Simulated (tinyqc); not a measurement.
What moves the results: shallow acceptor in the spherical four-band model. A value that a table varies takes the place of the one given here.

The ground state 1S3/2 has an L = 0 part f(r) and an L = 2 part g(r). In units of Ry* and a*, with Gaussians f_i = exp(-a_i r^2), g_i = r^2 exp(-a_i r^2), A = a_i + a_j and I(n) = Gamma((n + 1)/2)/(2 A^((n + 1)/2)): S_ff = I(2), S_gg = I(6), H_ff = (6 a_i a_j/A) I(2) - 2 I(1), H_gg = (14 a_i a_j/A) I(6) - 2 I(5), H_fg = -mu [15 I(2) - 20 a_j I(4) + 4 a_j^2 I(6)]; each function is then normalised. The split-off band is left out.

Converged values use 22 exponents 2.2^i, i = -7 to 14, for f and for g.

Units Ry* = Ry/(g1 eps^2) and a* = a0 eps g1; mu = (6 g3 + 4 g2)/(5 g1) is the spherical heavy-light coupling and delta = (g3 - g2)/g1 the cubic term, which is left out.

Constants: Ry = 13.60569312 eV; a0 (Bohr radius) = 0.5291772105 angstrom.

Inputs chosen for the exercise (near those of a shallow acceptor in Si, where the small spin-orbit splitting and strong warping make this model rough; not measured data): mus = (0.11, 0.26, 0.43, 0.63, 0.7, 0.82, 0.91) (couplings); rc = 1.3 angstrom (radius of the central cell); Vs = (3, 1, 0, -1, -2, -3, -4) eV (central-cell strengths); g1 = 4.22 (Luttinger gamma1); g2 = 0.34 (gamma2); g3 = 1.43 (gamma3); eps = 12.2 (dielectric constant).

## Strength of the heavy-light coupling

Ry* = 21.6615 meV

Converged values in Ry* and a*; the heavy-mass hydrogen model gives 1/(1 - mu).

Results:
```
mu,binding (Ry*),1/(1 - mu),ratio,L = 2 weight,<r> (a*),binding (meV)
0.11,1.011,1.124,0.900,0.005,1.486,21.9
0.26,1.065,1.351,0.788,0.029,1.423,23.1
0.43,1.203,1.754,0.686,0.080,1.282,26.1
0.63,1.588,2.703,0.588,0.178,1.005,34.4
0.70,1.857,3.333,0.557,0.223,0.874,40.2
0.82,2.823,5.556,0.508,0.315,0.595,61.1
0.91,5.255,11.111,0.473,0.398,0.331,113.8
```

The binding starts as 1 + O(mu^2), 1.011 at mu = 0.11, since the coupling enters in second order, and reaches 5.25 at mu = 0.91. The ratio to the heavy-mass model falls from 0.90 to 0.47, towards about 0.44 as mu goes to 1: the bound hole is only partly heavy. The L = 2 weight grows to 0.40 and the radius shrinks by a factor 4.5.

## Central-cell correction

mu = 0.47109
a* = 27.244 angstrom

A short-range term V exp(-r^2/rc^2) is added (negative: attracts the hole); its elements are V S (A/(A + 1/rc^2))^(3/2) for f and ^(7/2) for g, in the same units.

Results:
```
V (eV),1S binding (meV),2S binding (meV),<r> (angstrom),L = 2 weight
3.0,26.3,7.31,34.8,0.096
1.0,26.9,7.38,34.1,0.097
0.0,27.2,7.42,33.7,0.097
-1.0,27.6,7.47,33.2,0.097
-2.0,28.0,7.53,32.7,0.098
-3.0,28.5,7.59,32.1,0.098
-4.0,29.1,7.66,31.5,0.099
```

From V = 0 to -4 eV the 1S binding grows by 1.9 meV (7 %) and the 2S binding by 0.24 meV, so the chemical shift sits mainly in the ground state. A repulsion of 3 eV removes 0.9 meV. The slope is 0.61 meV per eV over the last step against 0.30 on the repulsive side, since attraction pulls the state into the cell; over this range the level stays shallow.

## What each parameter does

Converged values. Each row changes one parameter from the base and keeps the others.

Results:
```
case,mu,Ry* (meV),binding (meV),<r> (angstrom)
base,0.471,21.66,27.20,33.7
g1 = 4.56,0.436,20.05,24.26,37.5
g2 = 0.29,0.462,21.66,26.92,34.0
g3 = 1.32,0.440,21.66,26.32,34.6
eps = 13.2,0.471,18.50,23.23,36.4
```

The largest shifts from the base row, up to three for each result and ties (the steps differ in size, so this ranks the rows, not the parameters). mu: g1 -0.035, g3 -0.031, g2 -0.009; unchanged at the printed digits by eps. Ry* (meV): eps -3.16, g1 -1.62; unchanged at the printed digits by g2 and g3. binding (meV): eps -3.96, g1 -2.93, g3 -0.88. <r> (angstrom): g1 +3.9, eps +2.8, g3 +1.0. g1 acts twice: it lowers Ry* and it lowers mu.

tinyqc: `OMP_NUM_THREADS=1 python tinyqc.py 1281749 1281750 out.jsonl`; about 0.09 s, one thread, shared Intel(R) Xeon(R) Processor @ 2.30GHz.
